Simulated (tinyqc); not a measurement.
# MOS structure on a p-type body with a doping step (retrograde), non-linear Poisson equation by Newton steps: two studies

One dimension, insulator interface at x = 0, acceptor density N1 for x < x1 and Na beyond, net doping C = -(acceptor density). psi is counted from the intrinsic level: n = ni exp((psi - Vb)/Vt), p = ni exp(-psi/Vt); deep in the body psi_b = -Vt ln(Na/ni). The gate acts through Cox = eps0 eox/tox and has the potential psi_G = Vg - (phiM - chi - Vt ln(Nc/ni)). Boltzmann statistics, full ionisation, classical densities, no oxide or interface charge.

Parameters, values chosen for the exercise; band and dielectric values close to those of silicon: temperature T = 300 K; band gap Eg = 1.13 eV; relative permittivity eps_r = 11.8; conduction-band density of states at T Nc = 2.8e19 cm^-3; valence-band density of states at T Nv = 2.61e19 cm^-3; electron affinity chi = 4.13 eV; acceptor density deep in the body Na = 2.2e16 cm^-3; relative permittivity of the gate insulator (close to silicon nitride) eox = 7.47; insulator thickness tox = 7.9 nm; gate work function phiM = 4.49 eV; electron quasi-Fermi potential against the body Vb = 0 V; depth of the doping step x1 = 180 nm; acceptor density above the step N1 = 1.1e15 cm^-3.

Constants: q = 1.602176634e-19 C, kB = 1.380649e-23 J/K, Vt = kB T/q, eps0 = 8.8541878128e-14 F/cm where lengths are in cm. Results are converted to the units shown.

Each table varies one quantity; the others keep the values above.

## Charge and capacitance against gate voltage

ni = sqrt(Nc Nv) exp(-Eg/(2 Vt)), Eg in volts. The Poisson equation d/dx(eps0 eps_r dpsi/dx) = -q (p - n + C), with eps0 eps_r dpsi/dx = -Cox (psi_G - psi_0) at x = 0, is solved on a mesh of about 600 nodes or more. N_inv is the integral of n less its value deep in the body. C_LF = Cox (1 - dpsi_0/dVg) with all carriers following; C_HF is the same with the electron quasi-Fermi level shifting uniformly so that N_inv stays fixed. The centroid is that of the same excess.

Charge and capacitance against gate voltage:
```
Vg (V),psi_0 - psi_b (V),N_inv (cm^-2),C_LF/Cox,C_HF/Cox,centroid (nm)
-0.15,0.412,3.62e4,0.0514,0.0514,12.9
0.05,0.602,4.08e7,0.0470,0.0467,9.25
0.25,0.786,3.78e10,0.227,0.0436,7.13
0.44,0.875,5.55e11,0.728,0.0437,4.67
0.64,0.914,1.39e12,0.856,0.0440,3.28
0.84,0.937,2.32e12,0.904,0.0441,2.55
1.04,0.954,3.27e12,0.928,0.0442,2.11
1.23,0.966,4.20e12,0.943,0.0442,1.82
```

What does the table show?

N_inv goes from 36200 to 4.20e12 cm^-2 and passes 2e11 cm^-2 at Vg = 0.334 V. Below threshold it takes 65.5 mV a decade between Vg = -0.15 and 0.05 V, against Vt ln 10 = 59.5 mV. C_LF/Cox is lowest, 0.0470, at Vg = 0.05 V among the rows listed and ends at 0.943, while C_HF/Cox ends at 0.0442. Between the last two rows q dN_inv/dVg is 0.936 Cox. Where the classical centroid is under about 2 nm, confinement would move the charge away from the interface and raise the threshold. Above about 2e12 cm^-2 degeneracy matters too.

## Effect of the electron quasi-Fermi potential against the body on threshold, swing and body effect

VT is the Vg at which N_inv = 2e11 cm^-2. m = 1/(dpsi_0/dVg) at N_inv = 1e8 cm^-2; the swing is the Vg between N_inv = 1e8 and 1e9 cm^-2; body coefficient [VT(Vb + 0.05 V) - VT(Vb)]/0.05 V - 1.

Result of one run:
```
Vb (V),VT (V),psi_0 - psi_b at VT (V),m - 1,swing (mV/decade),body coefficient
1.5,1.91,2.35,0.0322,62.1,0.0371
```

What becomes of these results when the electron quasi-Fermi potential against the body Vb is changed from 1.5 to 0.9 V, all else the same?

Result of the changed run:
```
Vb (V),VT (V),psi_0 - psi_b at VT (V),m - 1,swing (mV/decade),body coefficient
0.9,1.28,1.75,0.0366,62.6,0.0434
```

The whole series:
```
Vb (V),VT (V),psi_0 - psi_b at VT (V),m - 1,swing (mV/decade),body coefficient
0,0.334,0.837,0.0492,64.7,0.0639
0.3,0.652,1.14,0.0436,63.6,0.0543
0.6,0.967,1.45,0.0396,63.0,0.0480
0.9,1.28,1.75,0.0366,62.6,0.0434
1.2,1.59,2.05,0.0342,62.3,0.0399
1.5,1.91,2.35,0.0322,62.1,0.0371
1.8,2.22,2.66,0.0306,61.9,0.0348
```

As Vb goes from 0 to 1.8, VT rises from 0.334 to 2.22 V, the swing falls from 64.7 to 61.9 mV/decade and the body coefficient falls from 0.0639 to 0.0348. The swing stays within 3.6 % of m Vt ln 10, and the body coefficient within 0.015 of m - 1.

Program tinyqc, `OMP_NUM_THREADS=1 python tinyqc.py 2080039 2080040 out.jsonl`; Intel Xeon 2.30GHz, shared host, one thread, about 0.3 s.
